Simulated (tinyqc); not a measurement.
Capillary instabilities by surface diffusion: grooving and agglomeration of films, edge retraction, wire break-up and smoothing of roughness: one step, computed by the program tinyqc.

Isotropic surface energy; shapes change by surface diffusion alone.

Task: Break-up of a free wire. A wire with r + A cos(k z) has dA/dt = (B/r^4) (kr)^2 [1 - (kr)^2] A: unstable for wavelengths above 2 pi r, fastest at kr = 1/sqrt 2 with the rate B/(4 r^4); break-up time about (4 r^4/B) ln(r/A0); each wavelength makes a sphere of radius (3 r^2 lambda_m/4)^(1/3).

Inputs (values chosen for the exercise, for a model film):
```
quantity                    value  unit
temperature T                 676     K
time t                        210     s
wire radius r                  24    nm
initial ripple over radius   0.01     -
```

B = 38493.40 nm^4/s

Give: fastest wavelength; break-up time; radius of the spheres; t over the break-up time.

Result:

fastest wavelength = 213.26 nm

break-up time = 158.77 s

radius of the spheres = 45.164 nm

t over the break-up time = 1.3227

The wire breaks up within t. Caution: faceting can stabilise wires along low-index directions.
